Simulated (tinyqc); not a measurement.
Five-frequency model of solute diffusion by vacancies in an fcc metal: one step, computed by the program tinyqc.

A vacancy next to the solute exchanges with it (w2), jumps to one of 4 sites that also neighbour the solute (w1) or to one of 7 that do not (w3); w4 is the reverse of w3 and w0 the host jump.

Task: Correlation factor. Manning: with y = w4/w0, 7F = 7 - (10 y^4 + 180.5 y^3 + 927 y^2 + 1341 y)/(2 y^4 + 40.2 y^3 + 254 y^2 + 597 y + 436); f2 = (2 w1 + 7F w3)/(2 w2 + 2 w1 + 7F w3). The mean cosine between successive solute jumps follows from f2 = (1 + c)/(1 - c).

Inputs (values chosen for the exercise, for a model solute in a host close to silver): temperature T = 553 K.

rates (1/s): w0 4221658, w1 1.231042e+07, w2 2605386, w3 1224011, w4 7439575

Give: y = w4/w0; 7F; correlation factor f2; mean cosine c.

Result:

y = w4/w0 = 1.7622

7F = 4.4858

correlation factor f2 = 0.85248

mean cosine c = -0.079634

For a tracer of the host all rates are equal and f = 0.7815; here f2 is above that.
